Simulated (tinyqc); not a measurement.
Inside a calculation. Model: thermal and gravitational stress in a wafer during furnace and rapid thermal processing, and the onset of slip. Computed by tinyqc, a small Python program that keeps every step. Command: `OMP_NUM_THREADS=1 python tinyqc.py 3019838 3019839 out.jsonl slip walk`. One thread of a shared host (Intel(R) Xeon(R) Processor @ 2.30GHz), about 0.01 s of CPU time with the checks. Intermediate numbers are printed to about 6 digits and carried at full precision; extremes and crossings named in words are read from the listed rows.

A thin free disc in plane stress, isotropic; T(r) = T_centre + dT (r/R)^n with n = 2. Stress is positive in tension; sigma_SB = 5.670374419e-8 W/(m^2 K^4), g = 9.80665 m/s^2.

Inputs (values chosen for the exercise, modelled on silicon):
```
quantity                              value        unit
wafer radius R                          150          mm
thickness t                             775  micrometre
Young's modulus E                       147         GPa
Poisson ratio nu                       0.28           -
expansion alpha                        4.39      1e-6/K
edge less centre temperature dT         -31           K
temperature T                          1150           K
prefactor A of the critical stress  0.00036         MPa
energy U of the critical stress        1.11          eV
density rho                            2330      kg/m^3
heat capacity c                         915    J/(kg K)
conductivity k                         28.5     W/(m K)
wafer spacing s                         5.3          mm
ramp rate                                36       K/min
radius of the support ring over R      0.65           -
```

Temperature profile: parabolic.

Constants: k_B = 8.617333262e-05 eV/K.

## Thermal stress

With x = r/R: s_rr = alpha E dT (1 - x^n)/(n + 2), s_tt = alpha E dT [1 - (n + 1) x^n]/(n + 2).

Temperature and stresses at r/R = 0, 0.3, 0.5, 0.7, 0.8, 0.9, 0.95, 1:
```
r/R   T - T_centre (K)  s_rr (MPa)  s_tt (MPa)
0.00            0.0000    -5.00131     -5.0013
0.30           -2.7900    -4.55119     -3.6510
0.50           -7.7500    -3.75098     -1.2503
0.70          -15.1900    -2.55067      2.3506
0.80          -19.8400    -1.80047      4.6012
0.90          -25.1100    -0.95025      7.1519
0.95          -27.9775    -0.48763      8.5397
1.00          -31.0000     0.00000     10.0026
```

hoop stress at the edge = 10.0026 MPa

r/R where s_tt = 0 = 0.577350

The cold edge is stretched; the edge stress is n times that at the centre in size.

## Resolved stress round the edge

At the edge the stress is uniaxial along the tangent d = (cos phi, sin phi, 0) of a (001) wafer; the Schmid factor is the largest |(d.n)(d.b)| over the twelve {111}<110> systems.

Schmid factor and resolved stress at phi = 0, 7.5, 15, 22.5, 30, 37.5 and 45 degrees from [100]:
```
phi from [100] (degrees)  Schmid factor  resolved stress (MPa)
0.0                            0.408248                4.08355
7.5                            0.454124                4.54243
15.0                           0.482963                4.83089
22.5                           0.492799                4.92928
30.0                           0.482963                4.83089
37.5                           0.454124                4.54243
45.0                           0.408248                4.08355
```

The factor is 1/sqrt(6) = 0.408 along <100> and <110> and peaks at 0.4928 at 22.5 degrees, so slip, if any, starts at eight places between these directions.

## Slip criterion

Critical resolved stress tau_c = A exp(U/(k_B T)), a form chosen for the exercise; slip when 0.492799 |s_tt(R)| > tau_c; allowed |dT| = tau_c (n + 2)/(0.492799 n alpha E).

critical stress tau_c = 26.3502 MPa

resolved over critical stress = 0.187068

allowed |dT| = 165.715 K

No slip; the margin is a factor 5.3.

## Ramp rate in a batch furnace

In a stack heated from the rim, heat flows inward by conduction and by radiation between wafers: k_eff = k + (16/3) sigma_SB T^3 s^2/t (a diffusion estimate with the spacing as path length). A steady ramp gives the parabolic lag dT = rho c (ramp) R^2/(4 k_eff); the allowed ramp uses n = 2.

k_eff = 45.1707 W/(m K)

lag of the centre = 159.292 K

allowed ramp rate = 37.4516 K/min

Radiation carries 37 % of the inward flow. The ramp is 0.96 of the allowed one.

## Gravity

Own weight q = rho g t on a ring of radius b R, x = r/R: moments of an edge-supported plate, M_r = q R^2 (3 + nu)(1 - x^2)/16 and M_t = q R^2 [(3 + nu) - (1 + 3 nu) x^2]/16, less the uniform moment inside the ring load, q R^2 [(1 - nu)(1 - b^2) - 2 (1 + nu) ln b]/8; stress at the lower face = 6 M/t^2.

stress at the centre = 0.0603979 MPa

radial stress at the ring = -0.284340 MPa

hoop stress at the ring = -0.132992 MPa

The largest of these is 0.0054 tau_c when halved for shear. Point supports give far higher local stress than a ring.

## Position of the support ring

The formulas are those given above.

Stress at the lower face (MPa):
```
b        centre  radial at ring  hoop at ring  largest in size
0.40  -0.652014       -0.782566     -0.725251         0.782566
0.50  -0.335562       -0.539549     -0.449994         0.539549
0.60  -0.063939       -0.357681     -0.228721         0.357681
0.65   0.060398       -0.284340     -0.132992         0.284340
0.70   0.178967       -0.220847     -0.045319         0.220847
0.75   0.292813       -0.166158      0.035341         0.292813
0.80   0.402776       -0.119431      0.109831         0.402776
0.90   0.613691       -0.047227      0.242932         0.613691
1.00   0.815948        0.000000      0.358221         0.815948
```

Among these rows the largest stress is least, 0.221 MPa, for a ring at 0.7 R, 3.7 times below edge support: the overhang balances the sag of the centre. All values scale as R^2/t.

## Limits against temperature

The formulas are those given above.

For the parabolic profile:
```
T (K)  tau_c (MPa)  allowed |dT| (K)  k_eff (W/(m K))  allowed ramp (K/min)
1050       76.5717           481.555          41.1890               99.2383
1125       33.7974           212.550          44.1070               46.9051
1200       16.5233           103.914          47.4411               24.6650
1275        8.7877            55.265          51.2191               14.1624
1350        5.0133            31.528          55.4688                8.7498
1425        3.0341            19.081          60.2179                5.7488
1500        1.9308            12.143          65.4943                3.9790
```

From 1050 to 1500 K the allowed difference falls 40 times and the allowed ramp 25 times; radiation, which grows as T^3, gives back a factor 1.59. Ramps must slow as the wafer gets hotter.

Checks made by the program: force balance: the hoop stress integrates to zero (added to the edge stress) (relative difference below 1e-10).
